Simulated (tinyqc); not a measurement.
Short-channel transistor, virtual-source model with series resistance: two steps of the calculation.

The current per gate width is the charge at the top of the source barrier (the virtual source) times its velocity times a saturation function; al and be are fitting constants of the model. Units: I in uA/um, Rs in ohm um, so I Rs = 1e-6 I Rs in volts; Q in uC/cm^2, so I = 1e-4 Q vx0 Fsat with vx0 in cm/s.

Parameters, values chosen for the exercise:
```
symbol   value        unit                                                         meaning
T          300           K                                                     temperature
Cinv      3.85     uF/cm^2                                           inversion capacitance
vx0     1.05e7        cm/s                                  velocity at the virtual source
mu         700  cm^2/(V s)                                               apparent mobility
L           20          nm                                                  channel length
VT0       0.43           V                                 threshold at zero drain voltage
dl       0.134         V/V                                  drain-induced barrier lowering
n0        1.06                                                         subthreshold factor
nd         0.1         1/V                                  growth of n with drain voltage
al         3.5              threshold shift (in units of Vt) from weak to strong inversion
be         1.8                                                     sharpness of saturation
Rs          30      ohm um                               series resistance of each contact
Vgs        0.9           V                                                    gate voltage
Vds       0.05           V                                                   drain voltage
```

Constants: q = 1.602176634e-19 C, kB = 1.380649e-23 J/K, Vt = kB T/q. Results are converted to the units shown.

Question 1. Current through the series resistance. Intrinsic voltages Vg' = Vgs - I Rs, Vd' = Vds - 2 I Rs. n = n0 + nd Vd', VT = VT0 - dl Vd', Ff = 1/(1 + exp((Vg' - VT + al Vt/2)/(al Vt))), Q = Cinv n Vt ln(1 + exp((Vg' - VT + al Vt Ff)/(n Vt))), Vdsat = (vx0 L/mu)(1 - Ff) + Vt Ff, Fsat = u/(1 + u^be)^(1/be) with u = Vd'/Vdsat, and I(out) = Q vx0 Fsat per width. (Fsat takes the sign of u.) I(new) = I + 0.3 (I(out) - I).

I after iteration 1 = 480.13595 uA/um

Find: Vg'; Vd'; VT; Ff; Q; Vdsat; Fsat; I(out); I after iteration 2.

Answer 1.

Vg' = 0.8856 V
Vd' = 0.02119 V
VT = 0.4272 V
Ff = 0.003809
Q = 1.766 uC/cm^2
Vdsat = 0.02998 V
Fsat = 0.5569
I(out) = 1033 uA/um
I after iteration 2 = 646.0 uA/um

Question 2. What the series resistance costs. n = n0 + nd Vd', VT = VT0 - dl Vd', Ff = 1/(1 + exp((Vg' - VT + al Vt/2)/(al Vt))), Q = Cinv n Vt ln(1 + exp((Vg' - VT + al Vt Ff)/(n Vt))), Vdsat = (vx0 L/mu)(1 - Ff) + Vt Ff, Fsat = u/(1 + u^be)^(1/be) with u = Vd'/Vdsat, and I = Q vx0 Fsat per width. I0 is the current for Rs = 0. Effective velocity I/Q; transit time L Q/I.

converged I = 641.42762 uA/um
I0 = 1600.4532 uA/um

Give: loss against I0; effective velocity; transit time.

Answer 2.

loss against I0 = 59.922 %
effective velocity = 3.6805e6 cm/s
transit time = 0.54341 ps

tinyqc, about 0.01 s, one thread, Intel Xeon 2.30GHz (shared host): `OMP_NUM_THREADS=1 python tinyqc.py 2380054 2380055 out.jsonl`
